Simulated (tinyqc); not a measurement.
# Thermionic-field emission through a Schottky barrier, WKB: two studies

Metal on an n-type semiconductor with one parabolic valley; V > 0 is forward bias (metal positive). Energies E are counted from the conduction edge of the neutral semiconductor, whose Fermi level lies at -xi; that of the metal lies at -xi - V. The barrier is a parabola of height Vd = phi - xi - V (depletion approximation, no image force).

Parameters, values chosen for the exercise; band and dielectric values close to those of gallium arsenide: temperature T = 400 K; electron mass me = 0.0671 m0; relative permittivity eps_r = 12.7; barrier height seen from the metal phi = 0.38 eV; donor density Nd = 1.1e18 cm^-3.

Constants: q = 1.602176634e-19 C, kB = 1.380649e-23 J/K, eps0 = 8.8541878128e-12 F/m, hbar = 1.054571817e-34 J s, h = 6.62607015e-34 J s, m0 = 9.1093837015e-31 kg, Vt = kB T/q. Results are converted to the units shown.

Each table varies one quantity; the others keep the values above.

## Contact resistivity against doping

Nc = 2 (2 pi me m0 kB T/h^2)^1.5 (times 1e-6 for cm^-3); Nd = Nc F12(-xi/Vt), F12(x) = (2/sqrt(pi)) int_0^infinity sqrt(u)/(1 + exp(u - x)) du; E00 = (hbar/2) sqrt(Nd/(me m0 eps0 eps_r)) in SI units (volts). For E < Vd, ln T(E) = -(Vd/E00) [sqrt(1 - y) - y ln((1 + sqrt(1 - y))/sqrt(y))], y = E/Vd; T(E) = 1 above. J = A* T (q/kB) int_0^infinity T(E) N(E) dE, N = ln[(1 + exp((-xi - E)/Vt))/(1 + exp((-xi - V - E)/Vt))], A* = 4 pi q me m0 kB^2/h^3 (times 1e-4 for A/(cm^2 K^2)). The integral is converged to the digits shown; the share over the barrier is that of E > Vd, and 0 means below 1e-6 %. The contact resistivity is rho_c = 1/(dJ/dV) at V = 0, where N becomes V f/Vt with f = 1/(1 + exp((E + xi)/Vt)). The last column is the thermionic value Vt exp(phi/Vt)/(A* T^2). By a common rule of thumb, E00/Vt below 0.5 marks thermionic emission, 0.5 to 5 thermionic-field emission and above 5 field emission.

Contact resistivity against doping:
```
Nd (cm^-3)  E00/Vt  rho_c (ohm cm^2)  thermionic rho_c (ohm cm^2)
9.3e16      0.1779          6.491e-4                     0.001639
2.1e17      0.2674          4.303e-4                     0.001639
4.9e17      0.4084          2.196e-4                     0.001639
1.1e18      0.6120          7.723e-5                     0.001639
2.6e18      0.9408          1.307e-5                     0.001639
5.9e18       1.417          1.485e-6                     0.001639
1.3e19       2.104          2.008e-7                     0.001639
3.1e19       3.249          3.453e-8                     0.001639
7.1e19       4.917          9.827e-9                     0.001639
```

What does the table show?

rho_c falls from 6.49e-4 to 9.83e-9 ohm cm^2: 0.40 of the thermionic value in the first row (thermionic emission) and 6.0e-6 of it in the last (thermionic-field emission). Between the last two rows ln rho_c changes by 0.415 eV for each unit of 1/E00, to be set beside phi = 0.38 eV of the rule rho_c ~ exp(phi/E00). Even in the first row most of the current tunnels through the thin top of the barrier.

## Current against forward bias

Same model as above.

n = (dV/d ln J)/Vt.

Current against forward bias:
```
V (V)  J (A/cm^2)  share over the barrier (%)  mean E/Vd      n
0.138     1.245e4                        9.09     0.7065  1.193
0.159     2.063e4                        10.2     0.7101  1.217
0.18      3.389e4                        11.4     0.7149  1.238
0.201     5.521e4                        12.9     0.7213  1.259
0.222     8.917e4                        14.7     0.7301  1.283
0.243     1.426e5                        16.9     0.7420  1.314
0.264     2.253e5                        19.6     0.7588  1.352
```

What does the comparison show?

J rises from 12400 to 2.25e5 A/cm^2, and n rises from 1.19 to 1.35. The Padovani-Stratton slope is (E00/Vt) coth(E00/Vt) = 1.12; the middle row is 12 % above it.

Range of the model: The depletion approximation, a parabolic band and the neglect of image-force lowering make these currents estimates at high doping.

Numbers from tinyqc (`OMP_NUM_THREADS=1 python tinyqc.py 2640103 2640104 out.jsonl`; about 0.05 s on one thread of a shared Intel Xeon 2.30GHz).
